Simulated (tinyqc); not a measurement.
Minimum-mode following (dimer method) and harmonic rate on a two-dimensional model surface: one step, computed by the program tinyqc. Command: `OMP_NUM_THREADS=1 python tinyqc.py 3027452 3027453 out.jsonl dimer walk`. One thread of a shared host (Intel(R) Xeon(R) Processor @ 2.30GHz), about 0.01 s of CPU time with the checks.

V(x, y) = h u^2 + t x + (kappa/2)(y + c u)^2 with u = x^2/w^2 - 1; the path runs from the minimum near (-w, 0) to that near (w, 0).

Problem. Dimer step 1. Dimer at R with unit axis N = (cos phi, sin phi) and normal T = (-sin phi, cos phi). Gradients g at R +/- delta N and at R +/- delta T give H N and H T by central differences, (g+ - g-)/(2 delta). With C_N = N.H N, C_T = T.H T and b = T.H N, rotate by theta = (1/2) atan2(-2b, C_T - C_N), the angle of least curvature C = (C_N + C_T)/2 - sqrt((C_N - C_T)^2/4 + b^2). Translate along F = -g + 2 (g.N) N if C < 0, else along F = (g.N) N, with the new axis: R(new) = R + eta F, the move limited to 0.2 angstrom.

Inputs (values chosen for the exercise, for a model surface):

| quantity | value | unit |
|---|---|---|
| height h | 1 | eV |
| half width w | 1.1 | angstrom |
| transverse stiffness kappa | 1.8 | eV/angstrom^2 |
| curvature c | 0.87 | angstrom |
| tilt t | 0.18 | eV/angstrom |
| half length delta | 0.02 | angstrom |
| step factor eta | 0.069 | angstrom^2/eV |

Surface: curved double well.

R at the start (angstrom): -0.3823339  0.4511881

phi at the start = -20 degrees

Give: C_N, C_T, b; rotation theta; phi after step 1; least curvature C; gradient g; effective force F; R after step 1.

Solution.

C_N, C_T, b (eV/angstrom^2): -1.250  0.675  -2.100

rotation theta = 32.69 degrees

phi after step 1 = 12.69 degrees

least curvature C = -2.597 eV/angstrom^2

gradient g (eV/angstrom): 1.602  -0.565

effective force F (eV/angstrom): 1.205  1.197

R after step 1 (angstrom): -0.2992  0.5337

The curvature is negative, so the force along the axis is inverted.
